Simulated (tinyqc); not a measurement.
Inside a calculation. Model: a barrier in a uniform field, exact transmission by Airy functions.

Numbers from tinyqc (`OMP_NUM_THREADS=1 python tinyqc.py 2580123 2580124 out.jsonl`; about 0.01 s on one thread of a shared Intel Xeon 2.30GHz). Printed values are rounded.

The left lead has its band edge at 0, the barrier edge falls as U(x) = U0 - F x with F = V/d for 0 < x < d, and the right lead has its edge at -V. No transverse momentum; C = hbar^2/(2 m0); psi and psi'/m are continuous. M carries (psi, psi'/m) across the barrier.

Inputs (values chosen for the exercise); U0 - E and the mass are of the order of those of aluminium oxide on silicon: mass in the left lead mL = 0.67 m0; barrier edge at x = 0 U0 = 2.83 eV; mass in the barrier m1 = 0.39 m0; electron energy E = 0.16 eV; barrier width d = 0.8 nm; voltage across the barrier V = 0.98 V; mass in the right lead mR = 0.67 m0.

Constants: q = 1.602176634e-19 C, hbar = 1.054571817e-34 J s, m0 = 9.1093837015e-31 kg, hbar^2/(2 m0) = 0.0380998212 eV nm^2. Results are converted to the units shown.

Range of the model: Masses are held fixed, although real bands cease to be parabolic a few tenths of an eV from their edges. The field of 12.2 MV/cm is more than most dielectrics sustain; the model ignores breakdown.

## Scaled variables

Energy scale e = (C F^2/m1)^(1/3), z(x) = (U(x) - E)/e, s = (dz/dx)/m1 = -F/(e m1); v = k/m in a lead. vL = sqrt(mL E/C)/mL, vR = sqrt(mR (E + V)/C)/mR.

F = 1.225 V/nm
e = 0.527283 eV
z1 = 5.06370
z2 = 3.20511
s = -5.95701 1/nm
vL = 2.50358 1/nm
vR = 6.68272 1/nm

Both z are positive: the whole barrier is forbidden.

## Airy functions at the edges

Ai and Bi solve y'' = z y, with Wronskian Ai Bi' - Ai' Bi = 1/pi.

Airy functions:

|  | Ai | Ai' | Bi | Bi' |
|---|---|---|---|---|
| z1 | 9.36366e-5 | -2.15105e-4 | 756.274 | 1662.08 |
| z2 | 0.00452420 | -0.00842140 | 19.7578 | 33.5798 |

## Transfer matrix

With a = Ai, a' = Ai', b = Bi, b' = Bi' at z1 (left edge) and z2 (right edge): M11 = pi (a2 b1' - b2 a1'), M12 = (pi/s)(b2 a1 - a2 b1), M21 = pi s (a2' b1' - b2' a1'), M22 = pi (b2' a1 - a2' b1).

M (M12 in nm, M21 in 1/nm):

|  | 1 | 2 |
|---|---|---|
| 1 | 23.6369 | 1.80347 |
| 2 | 261.813 | 20.0183 |

## Transmission, exact and WKB

With M acting on (psi, psi'/m) and v = k/m in each lead, T(E) = 4 vL vR/[(vL vR M12 - M21)^2 + (vR M11 + vL M22)^2]. WKB: exp(-S), S = (4/(3 F)) sqrt(m1/C) [max(U0 - E, 0)^1.5 - max(U0 - F d - E, 0)^1.5].

T(E) = 6.90265e-4
S = 7.54215
exp(-S) = 5.30258e-4
ratio T(E)/exp(-S) = 1.30175

The exact value is 30 % above the WKB one.
